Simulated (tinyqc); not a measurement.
Valence-band offset from core levels (Kraut method), with the dipole against the affinity rule: one step of the calculation.

Binding energies are counted downwards from the Fermi level. dEv > 0 means that the valence edge of B lies below that of A, dEc > 0 that the conduction edge of B lies above that of A; dEc + dEv = EgB - EgA. The spectra are made-up values treated as data.

Task. Valence-band maximum of bare A. Fit a straight line to the leading edge by least squares; the maximum vA lies where it meets the background.

Parameters, values chosen for the exercise:
- bg = 66 (background counts in the gap)

binding energy, point 0 to 5 (eV): [1.25, 1.37, 1.49, 1.61, 1.73, 1.85]
counts on the leading edge, point 0 to 5: [161, 206, 245, 299, 339, 384]

Give: slope; intercept; vA.

Result.

slope = 373.3 counts/eV
intercept = -306.3 counts
vA = 0.9973 eV

Numbers from tinyqc (`OMP_NUM_THREADS=1 python tinyqc.py 2410086 2410087 out.jsonl`; about 0.01 s on one thread of a shared Intel Xeon 2.30GHz).
